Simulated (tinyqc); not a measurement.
Number of periods: periodic multilayer mirror for extreme ultraviolet light.

s polarisation, vacuum above. q_j = sqrt(N_j^2 - sin^2 theta); interface r_jk = (q_j - q_k)/(q_j + q_k) exp(-2 (2 pi/lam)^2 q_j q_k sg^2) (Nevot-Croce; sg = 0 if not given); phase factor of a layer x_j = exp(4 pi i q_j d_j/lam). Each period has the spacer (thickness (1 - Gm) L) on top of the absorber (Gm L). In this recursion R is the amplitude; R in tables and results is the reflectance, its squared modulus. The substrate is of the spacer material. Starting with R = 0 in it, each interface upward gives R -> (r + R x)/(1 + r R x), x that of the layer below the interface (1 for the substrate).

Inputs chosen for the exercise (optical constants near those of Mo and Si at 13.5 nm; the results hold for these values, not for the real material): lam = 13.5 nm (wavelength); dA = (0.0756, 0.00599) (delta and beta of the absorber, N = 1 - delta + i beta); dS = (0.0011, 0.00169) (delta and beta of the spacer and the substrate); L = 6.84 nm (period); Gm = 0.34 (absorber share of the period); theta = 0 degrees (angle from the normal); sg = 0.5 nm (interface roughness).

The last column sets both beta to zero.

Reflectance:

| periods | R | R without absorption |
|---|---|---|
| 5 | 0.074 | 0.081 |
| 10 | 0.227 | 0.270 |
| 15 | 0.377 | 0.472 |
| 20 | 0.491 | 0.638 |
| 30 | 0.619 | 0.839 |
| 40 | 0.669 | 0.931 |
| 50 | 0.689 | 0.970 |
| 60 | 0.696 | 0.987 |
| 80 | 0.699 | 0.998 |
| 100 | 0.699 | 1.000 |

R reaches 0.669 at 40 periods and 0.699 at 100; it stays within 0.01 of the last value from 60 periods on. Without absorption the last value is 1.000: absorption, not the count of layers, caps the mirror, and the roughness, which weakens each reflection, lowers that cap further.

(tinyqc, `OMP_NUM_THREADS=1 python tinyqc.py 1650256 1650257 out.jsonl`, Intel(R) Xeon(R) Processor @ 2.30GHz, 1 thread, shared host, about 0.01 s.)
